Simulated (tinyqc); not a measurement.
Tunnelling through a two-layer gate stack, WKB transmission and Tsu-Esaki current: one step of the calculation.

Electrons leave the emitter at x = 0. Energies E (motion across the layers) are in eV from the emitter Fermi level; the collector Fermi level lies at -V and offers states at every E. No charge in the dielectric and no image force: F1 = V/(t1 + t2 eps1/eps2), F2 = F1 eps1/eps2; U = phi1 - F1 x in layer 1 and phi2 - F1 t1 - F2 (x - t1) in layer 2. With C = hbar^2/(2 m0), kappa = sqrt(m (U - E)/C) where U > E and 0 elsewhere; T(E) = exp(-S), S = 2 times the integral of kappa over x.

Question. Current density on a coarse energy grid. Each layer adds (2/F) sqrt(m/C) [G(u at its left edge) - G(u at its right edge)] to S, with u = U - E (0 where negative) and G(u) = (2/3) u^1.5. The slope follows from 1/d = -dS/dE.

J = J0 times the integral of T(E) N(E) dE, N = ln[(1 + exp(-E/Vt))/(1 + exp((-E - V)/Vt))], J0 = q^2 me m0 kB T/(2 pi^2 hbar^3) (times 1e-4 for A/cm^2 per eV), by Simpson's rule on nE equally spaced points from Ea to Eb.

Parameters, values chosen for the exercise; layer 1 close to silicon dioxide, layer 2 close to aluminium oxide: temperature T = 77 K; Fermi energy of the emitter above its band bottom Ef = 0.37 eV; emitter mass in the supply function me = 0.69 m0; barrier of layer 1 above the emitter Fermi level at zero bias phi1 = 3.21 eV; tunnelling mass of layer 1 m1 = 0.5 m0; thickness of layer 1 t1 = 0.5 nm; relative permittivity of layer 1 eps1 = 4.08; barrier of layer 2 at zero bias phi2 = 2.63 eV; tunnelling mass of layer 2 m2 = 0.4 m0; thickness of layer 2 t2 = 1.7 nm; relative permittivity of layer 2 eps2 = 8.56; voltage across the dielectric V = 1.5 V; lower end of the energy grid Ea = -0.37 eV; upper end of the energy grid Eb = 0.062 eV; points of the energy grid nE = 11.

Constants: q = 1.602176634e-19 C, kB = 1.380649e-23 J/K, hbar = 1.054571817e-34 J s, m0 = 9.1093837015e-31 kg, Vt = kB T/q, hbar^2/(2 m0) = 0.0380998212 eV nm^2. Results are converted to the units shown.

Find: E; T(E); N; T(E) N; J0; J.

Answer.

```
point	E (eV)	T(E)	N	T(E) N
0	-0.37000	2.8615e-10	55.762	1.5956e-8
1	-0.32680	3.5490e-10	49.251	1.7479e-8
2	-0.28360	4.4116e-10	42.741	1.8856e-8
3	-0.24040	5.4971e-10	36.230	1.9916e-8
4	-0.19720	6.8664e-10	29.720	2.0407e-8
5	-0.15400	8.5987e-10	23.209	1.9957e-8
6	-0.11080	1.0797e-9	16.698	1.8029e-8
7	-0.06760	1.3593e-9	10.188	1.3849e-8
8	-0.02440	1.7164e-9	3.7023	6.3545e-9
9	0.01880	2.1737e-9	0.057153	1.2423e-10
10	0.06200	2.7613e-9	8.7494e-5	2.4159e-13
```

J0 = 7.4093e7 A/(cm^2 eV)
J = 0.45723 A/cm^2

The integrand peaks at E = -0.197 eV among these points.

Range of the model: The field of 11.4 MV/cm is more than most gate dielectrics sustain; the model ignores breakdown. A layer thinner than 0.8 nm holds only a few atomic planes, where an effective mass is a rough description.

tinyqc, about 0.06 s, one thread, Intel Xeon 2.30GHz (shared host): `OMP_NUM_THREADS=1 python tinyqc.py 2540149 2540150 out.jsonl`
